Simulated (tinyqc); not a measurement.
Shallow donor in effective-mass theory, with valley-orbit splitting, step by step. Values are carried at full precision from step to step, so a last printed digit may differ when a step is redone from the rounded ones.

Constants: Ry = 13.60569312 eV; a0 (Bohr radius) = 0.5291772105 angstrom; hbar^2/2m0 = 3.80998211 eV angstrom^2; e^2/(4 pi eps0) = 14.39964547 eV angstrom.

Parameters, chosen for this exercise (near those of a group-V donor in Si; shifted at random, so the results belong to these values and not to a real crystal): ml = 0.917 m0 (longitudinal mass); mt = 0.194 m0 (transverse mass); eps = 11.5 (dielectric constant); a = 21.8 angstrom (trial radius across the axis); b = 12.8 angstrom (trial radius along the axis); E0 = -31.1 meV (single-valley level); D0 = 7.45 meV (central-cell shift); D1 = 6.93 meV (coupling of perpendicular valleys); D2 = 5.49 meV (coupling of opposite valleys); Ds = -30.4 meV (strain splitting: z valleys less the others).

## Hydrogen-like estimates

Ry* = Ry m/eps^2 and a* = a0 eps/m for four choices of one mass: mt, the conductivity mass 3/(1/ml + 2/mt), the density-of-states mass (ml mt^2)^(1/3), and ml.

Estimates:

| mass | m (m0) | Ry* (meV) | a* (angstrom) |
|---|---|---|---|
| mt | 0.1940 | 19.96 | 31.37 |
| conductivity | 0.2632 | 27.07 | 23.12 |
| density of states | 0.3256 | 33.50 | 18.69 |
| ml | 0.9170 | 94.34 | 6.64 |

## Energy of one trial function

One valley: H = -c [(d2/dx2 + d2/dy2)/mt + (d2/dz2)/ml] - q/(eps r), c = hbar^2/2m0, q = e^2/(4 pi eps0). Trial function exp(-sqrt((x^2 + y^2)/a^2 + z^2/b^2)) with a > b: T = (c/3)(2/(mt a^2) + 1/(ml b^2)), V = -(q/eps) atan(u/b)/u, u = sqrt(a^2 - b^2). The central cell of the impurity is left out.

Evaluate T, V and E. Scaling both radii by f changes T to T/f^2 and V to V/f, so the best factor is f = -2T/V, with energy -V^2/(4T).

T = 36.003 meV
V = -66.930 meV
E = -30.928 meV
best scale factor = 1.0758
energy after scaling = -31.107 meV

The virial ratio -V/T is 1.859; it is 2 at the best scale. Scaling gains 0.179 meV.

## Scan over the shape

For each ratio b/a = 0.2, 0.3, ..., 0.9 the best scale follows from a = -2 T1/V1, with T1 and V1 taken at a = 1 angstrom.

Scan:

| b/a | a (angstrom) | b (angstrom) | E (meV) |
|---|---|---|---|
| 0.2 | 54.53 | 10.91 | -16.047 |
| 0.3 | 34.28 | 10.28 | -24.243 |
| 0.4 | 27.46 | 10.99 | -28.835 |
| 0.5 | 24.61 | 12.31 | -30.759 |
| 0.6 | 23.34 | 14.01 | -31.088 |
| 0.7 | 22.83 | 15.98 | -30.544 |
| 0.8 | 22.72 | 18.18 | -29.552 |
| 0.9 | 22.85 | 20.57 | -28.351 |

The best listed ratio is 0.6; (mt/ml)^(1/2) = 0.46 and (mt/ml)^(1/3) = 0.60 are common guesses.

## The minimum

Minimise over a and b. The Mott estimate n_c = (0.25/a_m)^3 uses a_m = (a^2 b)^(1/3); 1/angstrom^3 = 1e24/cm^3.

a = 23.54 angstrom
b = 13.61 angstrom
E = -31.110 meV
a_m = 19.61 angstrom
n_c = 2.07 x 1e18/cm^3

b/a = 0.578. The binding energy is 1.559 times Ry*(mt). The central cell of a real donor shrinks the orbit and raises n_c (3.7 x 1e18/cm^3 for P in Si).

## The valley-orbit matrix

Basis: the 1s envelopes of the valleys +x, -x, +y, -y, +z, -z. Diagonal E0 - D0, element -D2 between opposite valleys and -D1 between perpendicular ones. Strain along [001] adds 2 Ds/3 to the z valleys and -Ds/3 to the others.

Fill it in with the strain.

H (meV):
```
         +x       -x       +y       -y       +z       -z
+x  -28.417   -5.490   -6.930   -6.930   -6.930   -6.930
-x   -5.490  -28.417   -6.930   -6.930   -6.930   -6.930
+y   -6.930   -6.930  -28.417   -5.490   -6.930   -6.930
-y   -6.930   -6.930   -5.490  -28.417   -6.930   -6.930
+z   -6.930   -6.930   -6.930   -6.930  -58.817   -5.490
-z   -6.930   -6.930   -6.930   -6.930   -5.490  -58.817
```

## Levels and ground state

Diagonalise. For the lowest state give the amplitudes (positive) and (sum of amplitudes)^2/6, the contact density relative to no strain.

levels (meV): -77.311  -53.327  -34.762  -22.927  -22.927  -20.047

amplitudes: +x 0.2764, -x 0.2764, +y 0.2764, -y 0.2764, +z 0.5892, -z 0.5892

relative contact density = 0.8695

The z valleys hold 69.4 % of the ground state, against 33.3 % without strain.

## Checks

- Energy from 21 anisotropic Gaussians against the two-parameter function, meV: -31.15 against -31.11.
- Unstrained levels against E0 - D0 - 4 D1 - D2 (A1), E0 - D0 + D2 (T2, threefold) and E0 - D0 + 2 D1 - D2 (E, twofold): they agree to 1e-10 or better.

Program tinyqc; command `OMP_NUM_THREADS=1 python tinyqc.py 1280654 1280655 out.jsonl`; about 0.01 s on one thread of a shared Intel(R) Xeon(R) Processor @ 2.30GHz.
